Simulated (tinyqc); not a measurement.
Time-dependent dielectric breakdown: cell percolation, Weibull statistics, area scaling and voltage extrapolation: one step, computed by the program tinyqc.

The oxide is divided into columns of area a^2, each holding m = t_ox/a cells (m is taken as continuous). A share lambda(t) = (t/t_1)^alpha of the cells is defective, and a column whose cells are all defective breaks down.

Problem. A sample of breakdown times. Each device fails at t = t63 (-ln(1 - u))^(1/beta). Sort the times; median rank F_i = (i - 0.3)/(n_s + 0.4) for n_s devices; W = ln(-ln(1 - F_i)).

characteristic life t63 = 105.6887 s

uniform random numbers u: [0.0662, 0.3860, 0.1922, 0.5948, 0.7676, 0.5639, 0.3699, 0.5074, 0.3281, 0.5678]

Weibull slope beta = 2.013846

Give: Weibull plot.

Solution.

Weibull plot:
```
i   t (s)     F_i   ln t       W
1    27.9  0.0673  3.329  -2.664
2    49.1  0.1635  3.894  -1.723
3    66.9  0.2596  4.203  -1.202
4    72.0  0.3558  4.277  -0.822
5    74.0  0.4519  4.304  -0.509
6    89.0  0.5481  4.489  -0.230
7    96.3  0.6442  4.568   0.033
8    96.9  0.7404  4.573   0.299
9   100.5  0.8365  4.610   0.594
10  127.5  0.9327  4.848   0.993
```

Caution: t_1 is an input here; in a real oxide it changes with thickness at fixed voltage.
